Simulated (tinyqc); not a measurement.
# Which input was changed?

Model: vacuum evaporation: vapour pressure, source flux, thickness distribution, purity and step coverage. Computed by tinyqc, a small Python program. Command: `OMP_NUM_THREADS=1 python tinyqc.py 3114341 3114342 out.jsonl evap which`. One thread of a shared host (Intel(R) Xeon(R) Processor @ 2.30GHz), about 0.04 s of CPU time with the checks.

Molecular flow, unit sticking of the metal, no re-evaporation. The background gas is taken as water vapour (18.015 g/mol, collision diameter 0.37 nm) at 300 K.

Inputs (values chosen for the exercise, modelled on gold, with constants for the liquid): molar mass M = 196.97 g/mol; film density rho = 19.3 g/cm^3; vapour-pressure constant A = 10.83; vapour-pressure constant B = 18120 K; source temperature T = 1580 K; source area = 3.9 cm^2; directionality n = 1; source-to-wafer distance h = 59 cm; wafer radius R = 10 cm.

Constants: u = 1.6605390666e-27 kg; k_B = 1.380649e-23 J/K; R = 8.314462618 J/(mol K).

Method:
- log10(p_v/Pa) = A - B/T; flux from the surface Phi = p_v/sqrt(2 pi m k_B T), m = M u.
- Mass loss = Phi x area x m; heat of evaporation = ln(10) R B; d ln Phi/dT = ln(10) B/T^2 - 1/(2 T).
- A small source emits (n + 1) Phi area cos^n(phi)/(2 pi) per solid angle; on a parallel plane at height h and lateral distance l the arrival rate is (n + 1) Phi area/(2 pi h^2) x (1 + (l/h)^2)^(-(n + 3)/2). Growth rate = arrival rate x m/rho, m = M u. The wafer is fixed and centred above the source.

Question. One of these inputs alone was changed, within the range given: source temperature T (900 to 2400); source area (1.95 to 7.8); source-to-wafer distance h (29.5 to 118); wafer radius R (5 to 20). Which one, and to what value?

Results:
```
run     growth rate at the centre (nm/s)  non-uniformity (max - min)/(max + min) (%)  mass loss (g/h)
before                       0.006563922                                    2.831491        0.4987434
after                        0.005342099                                    2.310676        0.4987434
```

Answer.

Each candidate set to reproduce growth rate at the centre, and what it then gives:
```
candidate                        range searched  value needed  non-uniformity (max - min)/(max + min) (%)  mass loss (g/h)
source temperature T (K)            900 to 2400          1568                                      2.8315          0.40591
source area (cm^2)                  1.95 to 7.8         3.174                                      2.8315          0.40591
source-to-wafer distance h (cm)     29.5 to 118         65.40                                      2.3107          0.49874
wafer radius R (cm)                     5 to 20     no effect                                           -                -
```

Only source-to-wafer distance h fits every result: it went from 59 to 65.4 cm. The next best candidate, source area, misses one result by 23 %.
